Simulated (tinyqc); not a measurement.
Inside a calculation. Method: exchange-only LDA atom on a uniform radial grid, spin-unpolarised, for Be+. Computed by tinyqc, a small Python program that keeps every step. Settings: Z = 4, points = 192, R = 7.4, functional = Slater exchange alone, mixing = 0.6, iteration cap = 78. Command: `OMP_NUM_THREADS=1 python tinyqc.py 26079 26080 out.jsonl` (the two numbers bound the seeds that draw the settings). One thread of a shared host (Intel(R) Xeon(R) Processor @ 2.60GHz), about 0.2 s of CPU time with the checks.

Spherical atom on a uniform radial grid r_j = j h with h = R/(N + 1), h sum u^2 = 1 and integrals as h times sums, u(0) = u(R) = 0 (atomic units):
```
parameter           value
Z                       4
points N              192
R                7.400000
h                0.038342
mixing           0.600000
electrons in 1s         2
electrons in 2s         1
```

Three-point differences turn -u''/2 + [l(l+1)/2r^2 - Z/r + V] u = e u into a tridiagonal matrix (diagonal 1/h^2 + potential, off-diagonal -1/2h^2). D = sum f u^2; the Hartree potential y/r solves y'' = -D/r with y(0) = 0, y(R) = N_e; v_xc comes from rho = D/(4 pi r^2); E = sum f e - int D V + int D (V_H/2 + eps_xc); V(new) = V + mixing (V_H + v_xc - V).

Stop when input and output potentials agree to 1e-7.

Course of the cycle (hartree):
```
iteration            E     e(1s)     e(2s)  largest |V(out) - V(in)|
1          -13.3924320  -7.95350  -1.99707                  5.80e+00
2          -13.7654132  -5.36284  -0.94660                  1.76e+00
3          -13.8156777  -4.53483  -0.62103                  5.08e-01
4          -13.8215464  -4.27849  -0.51473                  1.47e-01
5          -13.8222191  -4.20074  -0.47897                  4.34e-02
6          -13.8222994  -4.17754  -0.46678                  1.29e-02
7          -13.8223096  -4.17076  -0.46261                  4.13e-03
8          -13.8223109  -4.16885  -0.46118                  1.48e-03
9          -13.8223111  -4.16835  -0.46069                  5.30e-04
10         -13.8223111  -4.16824  -0.46053                  1.90e-04
11         -13.8223111  -4.16822  -0.46048                  8.05e-05
12         -13.8223111  -4.16822  -0.46046                  3.74e-05
13         -13.8223111  -4.16823  -0.46045                  1.67e-05
14         -13.8223111  -4.16823  -0.46045                  7.28e-06
15         -13.8223111  -4.16823  -0.46045                  3.13e-06
16         -13.8223111  -4.16823  -0.46045                  1.33e-06
17         -13.8223111  -4.16823  -0.46045                  5.61e-07
18         -13.8223111  -4.16823  -0.46045                  2.35e-07
19         -13.8223111  -4.16823  -0.46045                  9.85e-08
```

Can the last value be used, and what does the course show?

As the converged value on this grid, yes; not as the energy of the atom. Converged in 19 iterations. A uniform grid resolves the cusp poorly: for a bare nucleus this grid gives 1s at -7.95350 against -Z^2/2 = -8 hartree. Before convergence this energy mixes input and output and is not variational, so it may rise towards its limit.
